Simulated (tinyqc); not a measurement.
Kissinger analysis: growth of a silicide layer between metal and silicon: linear-parabolic kinetics, ramp anneals and Kissinger analysis. Computed by tinyqc, a small Python program. Command: `OMP_NUM_THREADS=1 python tinyqc.py 3011184 3011185 out.jsonl silicide walk`. One thread of a shared host (Intel(R) Xeon(R) Processor @ 2.30GHz), about 0.1 s of CPU time with the checks.

One compound layer of thickness x grows by diffusion through itself and reaction at an interface, dx/dt = 1/(2x/K + 1/v), until the metal is used up at x = a h.

Inputs (values chosen for the exercise, modelled on Ni2Si): metal thickness h = 18 nm; silicide formed per metal thickness a = 1.47; prefactor of the parabolic constant K = 5.3e+15 nm^2/s; activation energy E of K = 1.57 eV; prefactor of the interface velocity v = 1.9e+15 nm/s; activation energy E_v = 1.73 eV.

Constants: k_B = 8.617333262e-05 eV/K.

Method:
- The silicide ends at the thickness a h.
- K = K0 exp(-E/(k_B T)), v = v0 exp(-E_v/(k_B T)).
- Temperatures in kelvin are T(C) + 273.15.
- Ramp from x = 0 at 100 C at the rate beta: dx/dT = (1/beta)/(2x/K + 1/v), integrated adaptively (tolerance 1e-9) until x = a h at T_f.
- Plot ln(beta/T_f^2) against 1/(k_B T_f), T_f in kelvin; minus the least-squares slope estimates the activation energy.

final thickness = 26.46 nm

Ramps:
```
beta (C/s)  T_f (C)  1/(k_B T_f) (1/eV)  ln(beta/T_f^2)
0.03         258.47              21.828         -16.058
0.1          275.42              21.154         -14.917
0.3          291.86              20.538         -13.878
1            311.05              19.864         -12.740
3            329.74              19.248         -11.705
10           351.64              18.574         -10.572
30           373.05              17.958          -9.541
```

Kissinger energy = 1.6839 eV

What follows from these numbers?

A thousandfold faster ramp raises the completion temperature by only 115 C. The fit gives 1.684 eV, against E = 1.57 eV for diffusion and E_v = 1.73 eV for the interface: it lies 71 % of the way from E to E_v, as both steps resist. Caution: nucleation and competing phases are left out; disilicides such as CoSi2 and the low-resistance form of TiSi2 start by nucleation and follow this law at best in part.

Extremes, crossings and ranges named in words are read from the listed rows.
